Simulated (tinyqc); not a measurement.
Bowing of the band edge from disorder: coherent potential approximation for a binary alloy with a semi-elliptic band.

Site levels eA = -x d (share 1 - x) and eB = (1 - x) d (share x), so that their mean, the virtual crystal, is 0. Pure band: G0(z) = 2 (z - sqrt(z - W) sqrt(z + W))/W^2 with principal roots, density -Im G/pi per site. The medium has a self-energy S(z), G = G0(z - S), z = E + i eta. t_i = (e_i - S)/(1 - (e_i - S) G); the CPA demands <t> = (1 - x) tA + x tB = 0. Iteration: start at S = 0, set S(new) = S + <t>/(1 + <t> G), stop when |<t>| < 1e-9 eV.

Parameters, chosen for this exercise: W = 2.3 eV (half width of the pure band); d = 2.38 eV (eB - eA).

For eta = 0 the CPA reads G = (1 - x)/(y - eA) + x/(y - eB) with y = E - W^2 G/4; the lower edge is the maximum of E(y) = y + W^2 G(y)/4 for y < eA. The virtual crystal puts it at -W. Second order: -W - 2 x (1 - x) d^2/W, from S = x (1 - x) d^2 G0(-W), G0(-W) = -2/W.

Lower edge (eV):
```
x,edge,edge + W,second order,(edge + W)/(x (1 - x))
0.05,-2.3796,-0.0796,-0.2340,-1.6767
0.10,-2.4580,-0.1580,-0.4433,-1.7560
0.25,-2.6846,-0.3846,-0.9235,-2.0511
0.40,-2.8948,-0.5948,-1.1821,-2.4782
0.50,-3.0226,-0.7226,-1.2314,-2.8902
0.60,-3.1368,-0.8368,-1.1821,-3.4865
0.75,-3.2687,-0.9687,-0.9235,-5.1666
0.90,-3.3007,-1.0007,-0.4433,-11.1192
0.95,-3.2494,-0.9494,-0.2340,-19.9883
```

second-order coefficient = -4.9256 eV

Disorder pushes the edge below the virtual crystal, most at x = 0.9 (-1001 meV). The coefficient runs from -1.677 at x = 0.05 to -19.988 eV at 0.95, against -4.926 in second order, which is only a guide at d/W = 1.03: it depends strongly on x and is largest in size where the low-lying A atoms are dilute and act as attractive impurities. For d above W/2 they bind a level, and the ratio then measures that level rather than bowing.

Run: tinyqc, `OMP_NUM_THREADS=1 python tinyqc.py 1450293 1450294 out.jsonl`; Intel(R) Xeon(R) Processor @ 2.30GHz, one thread, shared host; about 0.01 s of CPU time with all checks.
